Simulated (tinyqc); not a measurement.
# Frequency dispersion of an accumulation capacitance by border traps, distributed model: effects of single changes

Traps spread evenly through the insulator exchange electrons with the semiconductor by tunnelling, with tau(x) = t0 exp(2 ka x) at depth x from the interface. The admittance per area Y seen at depth x obeys dY/dx = -Y^2/(i w eps0 eox) + q Nb ln(1 + i w tau)/tau, with Y(0) = i w Cs and w = 2 pi f; the gate sees Y(tox) = G + i w C. Working variable y = Y/(i w), in uF/cm^2. Cox = eps0 eox/tox.

Values chosen for this exercise; permittivity close to that of aluminium oxide:
```
symbol  value         unit                                               meaning
eox      8.35                             relative permittivity of the insulator
tox       8.7           nm                                   insulator thickness
Cs        3.1      uF/cm^2             semiconductor capacitance in accumulation
Nb       5e18  cm^-3 eV^-1                               density of border traps
ka          4         1/nm  decay constant of the wave function in the insulator
t0       3e-9            s              time constant of a trap at the interface
f         1e5           Hz                                             frequency
```

Constants: q = 1.602176634e-19 C, eps0 = 8.8541878128e-14 F/cm where lengths are in cm. Results are converted to the units shown.

Each table varies one quantity; the others keep the values above.

## Capacitance and loss against frequency

Cox; trap-free value 1/(1/Cox + 1/Cs); response depth d = ln(1/(w t0))/(2 ka), where w tau = 1; lumped estimate: all traps within d act as C_bt = q Nb d placed at d/2, so C = 1/{1/[1/(1/Cs + d/(2 eps0 eox)) + C_bt] + (tox - d/2)/(eps0 eox)}. C and G from a fine integration; dispersion -d C/d log10 f over C, from f times and over 1.1. For a broad spread of time constants G/w is close to -(pi/2) dC/d ln w.

The same in every row: trap-free C (uF/cm^2) = 0.6670.

Capacitance and loss against frequency:
```
f (Hz)	d (nm)	C (uF/cm^2)	G/w (uF/cm^2)	dispersion (% a decade)	-(pi/2) dC/d ln w (uF/cm^2)	lumped C (uF/cm^2)
10	1.936	0.6825	0.002365	0.5074	0.002363	0.6805
100	1.648	0.6793	0.002087	0.4499	0.002085	0.6776
1000	1.360	0.6764	0.001825	0.3950	0.001823	0.6750
10000	1.072	0.6739	0.001579	0.3430	0.001577	0.6728
1e5	0.7842	0.6718	0.001349	0.2940	0.001347	0.6708
1e6	0.4964	0.6699	0.001133	0.2482	0.001134	0.6692
1e7	0.2086	0.6684	9.021e-4	0.2041	9.305e-4	0.6678
```

C falls from 0.6825 to 0.6684 uF/cm^2, towards the trap-free 0.6670; each decade of frequency removes ln 10/(2 ka) = 0.288 nm from the response depth. The dispersion falls from 0.507 to 0.204 % a decade and G/w falls from 0.00236 to 9.02e-4 uF/cm^2. G/w lies between 0.969 and 1.00 times -(pi/2) dC/d ln w, the relation for a broad spread of time constants.

## Effect of the insulator thickness

Same model as above.

The same in every row: d (nm) = 0.7842.

Result of one run:
```
tox (nm)	C (uF/cm^2)	G/w (uF/cm^2)	dispersion (% a decade)	-(pi/2) dC/d ln w (uF/cm^2)	lumped C (uF/cm^2)	trap-free C (uF/cm^2)
5.4	0.9594	0.002753	0.4198	0.002748	0.9576	0.9497
```

What becomes of these results when the insulator thickness tox is changed from 5.4 to 10 nm, all else the same?

Result of the changed run:
```
tox (nm)	C (uF/cm^2)	G/w (uF/cm^2)	dispersion (% a decade)	-(pi/2) dC/d ln w (uF/cm^2)	lumped C (uF/cm^2)	trap-free C (uF/cm^2)
10	0.6008	0.001079	0.2630	0.001078	0.6001	0.5970
```

The whole series:
```
tox (nm)	C (uF/cm^2)	G/w (uF/cm^2)	dispersion (% a decade)	-(pi/2) dC/d ln w (uF/cm^2)	lumped C (uF/cm^2)	trap-free C (uF/cm^2)
2	1.717	0.008810	0.7508	0.008795	1.711	1.686
2.8	1.448	0.006270	0.6334	0.006257	1.444	1.426
3.9	1.191	0.004244	0.5212	0.004236	1.188	1.176
5.4	0.9594	0.002753	0.4198	0.002748	0.9576	0.9497
7.5	0.7540	0.001700	0.3300	0.001697	0.7528	0.7479
10	0.6008	0.001079	0.2630	0.001078	0.6001	0.5970
14	0.4534	6.148e-4	0.1985	6.139e-4	0.4530	0.4512
20	0.3315	3.285e-4	0.1451	3.281e-4	0.3312	0.3303
```

As tox goes from 2 to 20, C falls from 1.72 to 0.331 uF/cm^2, the dispersion falls from 0.751 to 0.145 % a decade and G/w falls from 0.00881 to 3.29e-4 uF/cm^2. The lumped estimate is 0.35 % below C in the first row and 0.068 % below it in the last.

tinyqc, about 0.5 s, one thread, Intel Xeon 2.30GHz (shared host): `OMP_NUM_THREADS=1 python tinyqc.py 2202060 2202061 out.jsonl`
